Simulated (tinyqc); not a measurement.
# Film and buried-oxide thickness from two coupling ratios

Inverse problem. In a depleted film -dVT/dVb is k1 = Cs Cbox/(Cox (Cs + Cbox)) for a front channel and k2 = Cbox (Cox + Cs)/(Cox Cs) for a back channel, with Cox = eps0 eox/tox, Cs = eps0 eps_r/ts, Cbox = 3.9 eps0/tb. Find ts and tb.

Inputs (values chosen for the exercise); band and dielectric values close to those of silicon: relative permittivity eps_r = 11.9; relative permittivity of the gate insulator (close to aluminium oxide) eox = 9.11; insulator thickness tox = 6.3 nm.

coupling ratios for a front and a back channel: 0.20103183  0.89564737

Solution. With y = Cox/Cs and z = Cox/Cbox, 1/k1 = y + z and k2 = (1 + y)/z, so y = (k2/k1 - 1)/(1 + k2); the thicknesses follow from y and z.

ts = 15.00 nm
tb = 8.500 nm

Computed by the program tinyqc: `OMP_NUM_THREADS=1 python tinyqc.py 2190007 2190008 out.jsonl`, one thread of a shared Intel Xeon 2.30GHz, about 0.5 s for the whole run.
